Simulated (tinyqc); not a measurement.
KAI against NLS in time: switching kinetics of a ferroelectric film and the memory window of a ferroelectric gate stack. Computed by tinyqc, a small Python program. Command: `OMP_NUM_THREADS=1 python tinyqc.py 3024973 3024974 out.jsonl feswitch walk`. One thread of a shared host (Intel(R) Xeon(R) Processor @ 2.30GHz), about 0.02 s of CPU time with the checks.

Fields in MV/cm; 1 microcoulomb/cm^2 over eps_0 is 11.29409 MV/cm. In the stack (metal, ferroelectric, interlayer, channel) the channel is taken as a conductor.

Inputs (values chosen for the exercise, for a model hafnia-based film): dimension n = 2; half width w of log10 t = 1.1.

Method. KAI: 1 - exp[-(t/t1)^n]. NLS: the same kernel averaged over the Lorentzian F = (1/pi) w/[(z - log10 t1)^2 + w^2] in z = log10 tau.

Switched share:
```
log10(t/t1),KAI,NLS
-3.0,0.0000,0.11732
-2.0,0.0001,0.17154
-1.0,0.0100,0.29203
-0.5,0.0952,0.39936
-0.2,0.3284,0.47824
0.0,0.6321,0.53304
0.2,0.9189,0.58638
0.5,1.0000,0.65840
1.0,1.0000,0.74906
2.0,1.0000,0.84634
3.0,1.0000,0.89162
```

What does the comparison show, and why?

KAI goes from 10 to 90 % within 0.67 decades of time; a Lorentzian of this width needs about 2 w tan(0.4 pi) = 6.8 decades. Three decades after t1, 10.8 % of the NLS film has not switched, and three decades before it 11.7 % already has: the tails set write margins and disturb errors.
